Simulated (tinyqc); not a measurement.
## A spin-degenerate level with charging energy between two leads, rate equations: effect of unequal tunnel rates

States 0, up, down and 2 with energies 0, e1 - Ez/2, e1 + Ez/2 and 2 e1 + U. mu_L = +V/2, mu_R = -V/2 (meV), f(x) = 1/(1 + exp(x/kB T)). A transition that adds one electron of given spin at the energy E has the rate G f(E - mu) from each lead, and its reverse G [1 - f(E - mu)]. I counts electrons leaving the left lead, times q.

Here e1 = 2.925 meV, Ez = 0 and V = +/- 17.55 mV, so that only the 0-1 transitions lie in the window. Transition energies: 0-up e1 - Ez/2, 0-down e1 + Ez/2, up-2 e1 + U + Ez/2, down-2 e1 + U - Ez/2. dp/dt = W p; W_ji is the rate from state i to j, and each column sums to zero. Steady state: W p = 0 with sum p = 1. I = q GL sum over transitions i-j of [fL p_i - (1 - fL) p_j].

Parameters, values chosen for the exercise: charging energy of the second electron U = 11.7 meV; tunnel rate to the left lead GL = 0.21 1/ns; temperature T = 7.9 K.

Constants: q = 1.602176634e-19 C, kB = 1.380649e-23 J/K, Vt = kB T/q. Results are converted to the units shown.

Result of one run:
```
I at +V (pA),I at -V (pA),|I(+V)/I(-V)|,(GL + 2 GR)/(2 GL + GR)
37.221,-27.992,1.3297,1.3298
```

Which tunnel rate to the right lead GR gave this result: 0.024, 0.19, 0.52 or 4 1/ns?

GR = 0.52 1/ns.

The whole series:
```
GR (1/ns),I at +V (pA),I at -V (pA),|I(+V)/I(-V)|,(GL + 2 GR)/(2 GL + GR)
0.0088,1.3810,-2.6013,0.53087,0.53078
0.024,3.6373,-6.2587,0.58116,0.58108
0.068,9.3764,-13.223,0.70908,0.70902
0.19,20.958,-21.669,0.96722,0.96721
0.52,37.221,-27.992,1.3297,1.3298
1.4,51.755,-31.298,1.6536,1.6538
4,60.887,-32.785,1.8572,1.8575
```

The ratio of the two currents rises from 0.531 to 1.86 and differs from the last column by at most 0.017 %. An empty dot can be filled with either spin but a filled one empties in one way, so I = 2 q G_in G_out/(2 G_in + G_out): the current is larger when the slower junction is the entrance.

Range of the model: Rate equations need hbar G well below kB T; cotunnelling and the Kondo effect are left out.

Numbers from tinyqc (`OMP_NUM_THREADS=1 python tinyqc.py 2780008 2780009 out.jsonl`; about 0.01 s on one thread of a shared Intel Xeon 2.30GHz).
